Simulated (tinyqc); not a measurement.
From etch rate back to HCl added: speciation in dilute and buffered hydrofluoric acid, oxide etch rate and bath loading. Computed by tinyqc, a small Python program. Command: `OMP_NUM_THREADS=1 python tinyqc.py 3121056 3121057 out.jsonl hfetch inv`. One thread of a shared host (Intel(R) Xeon(R) Processor @ 2.30GHz), about 0.01 s of CPU time with the checks.

Concentrations stand for activities, NH4+ and Cl- are spectators, and water ionisation is neglected. H, F and HF2 denote the ions H+, F- and HF2-. The base temperature is 298 K.

Inputs (values chosen for the exercise, of the order of those for thermal oxide at room temperature):
```
quantity                            value            unit
HF added                              0.4           mol/L
NH4F added                              0           mol/L
K1 = [H][F]/[HF]                 0.000622           mol/L
K2 = [HF2]/([HF][F])                 4.08           L/mol
K3 = [H2F2]/[HF]^2                      0           L/mol
rate constant of neutral HF k_a       9.6  nm L/(min mol)
rate constant of HF2 k_b               55  nm L/(min mol)
activation energy                    0.31              eV
temperature error                     1.8               K
oxide removed per wafer               150              nm
```

Constants: k_B = 8.617333262e-05 eV/K.

Method:
- Fluoride balance: [HF] + [F] + 2 [HF2] + 2 [H2F2] = HF added + NH4F added. Acid balance: [H] + [HF] + [HF2] + 2 [H2F2] = HF added + HCl added. For a trial [H], [HF] = [H][F]/K1, and the fluoride balance is a quadratic in [F].
- The root is refined to 1e-13 in pH = -log10 [H].
- Rate = k_a ([HF] + 2 [H2F2]) + k_b [HF2], an empirical two-term form.
- Time = oxide/rate; a temperature error changes the rate by exp((E_a/k_B)(1/298 - 1/(298 + error))) - 1.

Question. A run gave the result below. Find the HCl added, known to lie between 0.19 and 0.63 mol/L.

etch rate = 3.875474 nm/min

Answer.

Each step takes the trial c = (a f_b - b f_a)/(f_b - f_a), f being the result less the target and a, b, c the logarithms of the listed values; c replaces end b, the old b replaces a if the sign of f changed, and otherwise f_a is halved.

Scan of the range:
```
HCl added (mol/L)  etch rate (nm/min)
0.190                         3.90100
0.232                         3.89050
0.283                         3.88173
0.346                         3.87435
0.422                         3.86829
0.516                         3.86322
0.630                         3.85907
```

False position (Illinois rule, in the logarithm of the input) inside the bracket:
```
step     end a     end b     trial  etch rate (nm/min)
1     0.283000  0.346000  0.335549             3.87539
2     0.283000  0.335549  0.334004             3.87555
3     0.335549  0.334004  0.334702             3.87547
4     0.334004  0.334702  0.334701             3.87547
```

Etch rate falls at every point of a 13-point scan of the range (every second point is shown), so one value fits; it is bracketed by 0.283 and 0.346. Answer: HCl added = 0.3347 mol/L.
